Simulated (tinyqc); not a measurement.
# On-chip interconnect, size-dependent resistivity and RC delay: two metals against line width

A rectangular line between two neighbours and two ground planes. Surface and grain-boundary scattering are added to the bulk resistivity as corrections; capacitances are parallel-plate values without fringing; inductance is ignored.

Metal width x = wd - 2 tl, height y = AR wd - tl; grain boundaries (Mayadas-Shatzkes): al = (lam/(gr x)) Rg/(1 - Rg), g = 1/[1 - 3 al/2 + 3 al^2 - 3 al^3 ln(1 + 1/al)] - 1; surfaces (Fuchs-Sondheimer, thick limit): s = (3/8) lam (1 - ps)(1/x + 1/y); rho = rho0 (1 + g + s); r = rho/(x y). The second metal has rho2, lam2 and tl2 in place of rho0, lam and tl; ps, Rg, gr and AR are shared.

Inputs (values chosen for the exercise); metal values close to those of copper:
```
symbol,value,unit,meaning
rho0,1.66,uohm cm,bulk resistivity
lam,40.5,nm,bulk mean free path
ps,0,,specular share of surface scattering
Rg,0.16,,reflection coefficient of grain boundaries
gr,1,,grain size over the metal width
AR,1.6,,"aspect ratio, height over width"
tl,1.5,nm,"liner on both walls and the bottom, not conducting"
sp,140,nm,space to the neighbouring lines
hd,130,nm,dielectric height to the planes above and below
ek,2.5,,relative permittivity of the dielectric
Mf,0,,Miller factor of the neighbours
rho2,5.31,uohm cm,bulk resistivity of the second metal (close to molybdenum)
lam2,11.4,nm,mean free path of the second metal
tl2,0.1,nm,liner of the second metal
```

Constants: eps0 = 8.8541878128e-12 F/m. Results are converted to the units shown.

Results:

| wd (nm) | rho, first (uohm cm) | rho, second (uohm cm) | r, first (ohm/um) | r, second (ohm/um) | ratio second/first |
|---|---|---|---|---|---|
| 5 | 26.78 | 16.29 | 2.060e4 | 4295 | 0.2085 |
| 6.5 | 16.66 | 13.71 | 5350 | 2112 | 0.3949 |
| 8 | 12.43 | 12.11 | 2200 | 1223 | 0.5557 |
| 10 | 9.516 | 10.74 | 937.5 | 689.1 | 0.7351 |
| 13 | 7.262 | 9.478 | 376.3 | 357.7 | 0.9506 |
| 17 | 5.720 | 8.494 | 159.0 | 186.6 | 1.173 |
| 22 | 4.685 | 7.769 | 73.16 | 101.5 | 1.388 |
| 30 | 3.810 | 7.113 | 30.35 | 49.83 | 1.642 |
| 45 | 3.056 | 6.512 | 10.32 | 20.22 | 1.959 |
| 120 | 2.169 | 5.761 | 0.9729 | 2.506 | 2.576 |

Estimate the missing row, wd = 70 nm.

Computed row:

| wd (nm) | rho, first (uohm cm) | rho, second (uohm cm) | r, first (ohm/um) | r, second (ohm/um) | ratio second/first |
|---|---|---|---|---|---|
| 70 | 2.542 | 6.083 | 3.434 | 7.788 | 2.268 |

With this row back in the table: The resistivity of the first metal falls from 26.8 to 2.17 uohm cm and that of the second goes from 16.3 to 5.76 uohm cm as the line widens. The products rho0 lam, which set the size effect, are 67.2 and 60.5 uohm cm nm. The two resistances cross at wd = 13.8 nm: below it the second metal gives the lower line resistance. For widths well under the mean free path the thick-limit surface term is only a guide.

Program tinyqc, `OMP_NUM_THREADS=1 python tinyqc.py 2100085 2100086 out.jsonl`; Intel Xeon 2.30GHz, shared host, one thread, about 0.01 s.
